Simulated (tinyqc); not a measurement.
Lifetime from the low-frequency admittance.

Question. At low frequency a p+-n diode with a base of width wb has C_diff/G = (tau/2)(1 - 2 x/sinh 2x), x = wb/sqrt(Dp tau). Find tau, x and the limit of C_diff/G for infinite lifetime, wb^2/(3 Dp).

Parameters, values chosen for the exercise: hole diffusion coefficient Dp = 3 cm^2/s; width of the neutral base wb = 8.2 um.

G = 0.86988131 S/cm^2
C_diff = 0.057393342 uF/cm^2

Answer. The ratio rises steadily with tau from tau/2 (long base) towards wb^2/(3 Dp) (short base), so one lifetime matches as long as the ratio is below that limit.

tau = 8.000e-7 s
x = 0.5293
limit of C_diff/G = 7.471e-8 s

Program tinyqc, `OMP_NUM_THREADS=1 python tinyqc.py 2890168 2890169 out.jsonl`; Intel Xeon 2.30GHz, shared host, one thread, about 0.01 s.
